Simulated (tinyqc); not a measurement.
Incorporation against temperature: precursor delivery by bubblers, mass-transport growth and the solid composition of a III-V alloy. Computed by tinyqc, a small Python program. Command: `OMP_NUM_THREADS=1 python tinyqc.py 3028988 3028989 out.jsonl movpe_thermo walk`. One thread of a shared host (Intel(R) Xeon(R) Processor @ 2.30GHz), about 0.01 s of CPU time with the checks.

1 sccm = 44.615 micromol/min; 1 torr = 133.322 Pa. The sources decompose fully at the surface.

Inputs (values chosen for the exercise, modelled on triethylgallium (source 1) and trimethylindium (source 2) for the vapour pressures):
```
quantity                                                                                                  value        unit
bath temperature T1                                                                                         294           K
bath temperature T2                                                                                         294           K
bubbler pressure p_b                                                                                        760        torr
carrier flow F1                                                                                              51        sccm
carrier flow F2                                                                                             140        sccm
total flow F_t                                                                                               27         slm
group-V flow F_V                                                                                             57        sccm
reactor pressure p                                                                                          200        torr
growth temperature T                                                                                       1060           K
diffusivity at 273 K and 760 torr                                                                          0.48      cm^2/s
flow cross-section A                                                                                         62        cm^2
distance from the leading edge z                                                                             11          cm
lattice constant a                                                                                         5.91    angstrom
interaction L0 of the solid                                                                                10.1      kJ/mol
log10 of p_B,eq over pure BC at 1000 K and 1 torr of group V (exaggerated: liquid indium has about -4.1)   -3.9  log10 torr
enthalpy of that equilibrium H                                                                              295      kJ/mol
```

Alloy: mixing on the group-III sites, with desorption of B.

constants a, b of source 1 (log10 torr, K): 8.062  2162

constants a, b of source 2 (log10 torr, K): 10.48  3014

Constants: k_B = 1.380649e-23 J/K; R = 8.314462618 J/(mol K).

Method:
- log10 p_v = a - b/T_bath; molar flow = F x 44.615 x p_v/(p_b - p_v) for a saturated bubbler.
- p_i = p n_i/(44615 F_t), F_t in slm; p_V = p F_V/(1000 F_t), counted per molecule supplied; V/III = 44.615 F_V/(n1 + n2); vapour fraction of source 2 = n2/(n1 + n2).
- Mean velocity u = (F_t/A)(760/p)(T/273); D = D0 (T/273)^1.75 (760/p); boundary layer delta = sqrt(pi D z/u); flux = D dp/(delta k_B T); growth rate = flux x a^3/4.
- A sticks fully. B desorbs: its surface pressure is p_B* = x gamma_B K/sqrt(p_V), ln gamma_B = L0 (1 - x)^2/(R T), K = 10^(log10 K at 1000 K) exp[-(H/R)(1/T - 1/1000)], p_V in torr. With equal diffusivities x = (p_2 - p_B*)/(p_1 + p_2 - p_B*). Growth rate = rate per torr x p_1/(1 - x).

p_2 = 0.00231338 torr

K/sqrt(p_V) = 0.00144355 torr

p_V = 0.422222 torr

vapour fraction of source 2 = 0.475059

p_1 = 0.00255629 torr

At fixed flows:
```
T (K)  K/sqrt(p_V) (torr)        x  share of B incorporated, 1 - p_B*/p_2
914            6.8766e-06  0.47455                                0.99796
961            4.5909e-05  0.47172                                0.98668
1005           2.3115e-04  0.45826                                0.93472
1037           6.8710e-04  0.42424                                0.81421
1075           2.3029e-03  0.30218                                0.47849
1112           6.9057e-03  0.12216                                0.15377
1156           2.3261e-02  0.03591                                0.04116
1220           1.1638e-01  0.00739                                0.00823
```

What does the comparison show, and why?

x equals the vapour fraction 0.475 while gamma_B K/sqrt(p_V) is small against p_1 + p_2 = 0.0049 torr and falls once it is not. Between the last rows the apparent energy R d ln x/d(1/T) is 290 kJ/mol, against H = 295. Caution: the boundary layer is a quarter or more of the root of the cross-section, so it fills much of the channel and depletion along the flow matters.

Extremes, crossings and ranges named in words are read from the listed rows.
